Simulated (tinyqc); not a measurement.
## Absorption coefficient and reflectance from two thicknesses

Question. With transparent contact layers the responsivity is (1 - Rf)(1 - exp(-al wi)) q lam/(h c). The second absorber is twice as thick as the first. Find al and Rf.

Inputs (values chosen for the exercise):

| symbol | value | unit | meaning |
|---|---|---|---|
| lam | 650 | nm | wavelength |

Constants: q = 1.602176634e-19 C, h = 6.62607015e-34 J s, c = 299792458 m/s. Results are converted to the units shown.

responsivity for wi = 3 and 6 um (A/W): [0.30620092, 0.42414865]

Answer. The ratio of the responsivities is 1 + exp(-al w1), which gives al; either value then gives 1 - Rf.

al = 3180 1/cm
Rf = 0.05000

tinyqc, about 0.01 s, one thread, Intel Xeon 2.30GHz (shared host): `OMP_NUM_THREADS=1 python tinyqc.py 2250135 2250136 out.jsonl`
